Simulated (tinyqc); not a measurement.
Width of the inclusion: polytypes by hexagonality, and a cubic inclusion as a quantum well.

Gap: E3 + (E2 - E3) h. Valence top Ev2 h and polarisation P2 h, both counted from 3C; Ec = Ev + gap.

A cubic inclusion of width L = N d in the host (h = 1) is a well of depth V = Ec(host) - Ec(3C). Square well with mass mismatch: k tan(k L/2) = (m_w/m_b) q, k = sqrt(m_w E/c), q = sqrt(m_b (V - E)/c), c = hbar^2/2m0, lowest root. The depth of the level, V - E, is its binding, and the transition to the valence top of the host is gap(host) - (V - E). The step in polarisation gives a field |F| = |P|/(eps eps0) in a thin inclusion, eps0 = 8.8541878e-12 F/m.

Constants: hbar^2/2m0 = 3.80998211 eV angstrom^2.

Inputs chosen for the exercise (of the order of those of GaAs; shifted at random, so the results belong to these values and not to a real crystal): E3 = 1.505 eV (gap of the cubic polytype); E2 = 1.527 eV (gap of 2H); Ev2 = 0.128 eV (valence top of 2H above that of 3C); P2 = 0.0023 C/m^2 (spontaneous polarisation of 2H); m = (0.064, 0.062) m0 (electron mass along c in the cubic layer and in the host); d = 3.267 angstrom (thickness of a double layer); eps = 12.9 (dielectric constant).

Without the field: square well. With it, the potential inside is |F| (z - L/2), the host conduction edge lies at V - |F| L/2 on one side and V + |F| L/2 on the other, and the lowest level E_F is found by finite differences (step 0.25 angstrom, wide box, good to about 1 meV). Holes sit in the host on the high side, so the transition is gap(host) - V + E_F - |F| L/2. A dash: bound by less than 2 meV or not at all.

Results:
```
N   L (angstrom)  depth (eV)  transition (eV)  depth below the low side, with field (eV)  transition with field (eV)
2           6.53       0.004            1.523                                          -                           -
4          13.07       0.014            1.513                                      0.004                       1.497
6          19.60       0.027            1.500                                      0.011                       1.477
10         32.67       0.054            1.473                                      0.027                       1.435
15         49.01       0.081            1.446                                      0.040                       1.388
20         65.34       0.099            1.428                                      0.046                       1.349
30         98.01       0.119            1.408                                      0.049                       1.280
```

What can be read from this table?

The square well binds a level even at N = 2 (4 meV), as any symmetric one-dimensional well does; the depth grows to 119 of 150 meV, and the transition tends to E3 - Ev(host) = 1.377 eV. With the field the level is bound by 2 meV or more for N = 4, 6, 10, 15, 20 and 30, and the transition is lowered by 16 meV at N = 4 and 127 meV at N = 30, where |F| L/2 = 99 meV. Free carriers or surface charge screen the field and the step between the two sides; with the field removed every row returns to its square-well depth, and the attraction to the hole, left out here, binds the electron further.

Computed by tinyqc, a small Python program: `OMP_NUM_THREADS=1 python tinyqc.py 1850096 1850097 out.jsonl` (the numbers bound the seed that draws the inputs); one thread of a shared host (Intel(R) Xeon(R) Processor @ 2.30GHz), about 0.09 s for the whole set of steps.
